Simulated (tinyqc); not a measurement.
Strain, valley repopulation and piezoresistance in a many-valley conduction band: one step, computed by the program tinyqc. Command: `OMP_NUM_THREADS=1 python tinyqc.py 3007686 3007687 out.jsonl valleys walk`. One thread of a shared host (Intel(R) Xeon(R) Processor @ 2.30GHz), about 0.03 s of CPU time with the checks.

Valleys are ellipsoids with mass m_l along the axis a and m_t across it, parabolic, with one constant relaxation time; strain shifts the valleys and leaves the masses alone. Currents are taken along [100], in the plane, and along [001], across the plane.

Task: Valley shifts. Herring-Vogt shift of a valley with unit axis a: dE = Xi_d tr(e) + Xi_u a.e.a.

Inputs (values chosen for the exercise, modelled on silicon): shear deformation potential Xi_u = 8.93 eV; dilation deformation potential Xi_d = 1.1 eV.

Valley axes: <100> (6 valleys in 3 pairs). Load: biaxial in the (001) plane.

strain tensor (%), rows x, y, z:
```
[[-0.01982138, 0.00000000, 0.00000000],
 [0.00000000, -0.01982138, 0.00000000],
 [0.00000000, 0.00000000, 0.01533487]]
```

Constants: k_B = 8.617333262e-05 eV/K.

Give: shifts dE; splitting (highest minus lowest).

Result:

shifts dE (meV): x -2.0374, y -2.0374, z 1.1020

splitting (highest minus lowest) = 3.1395 meV
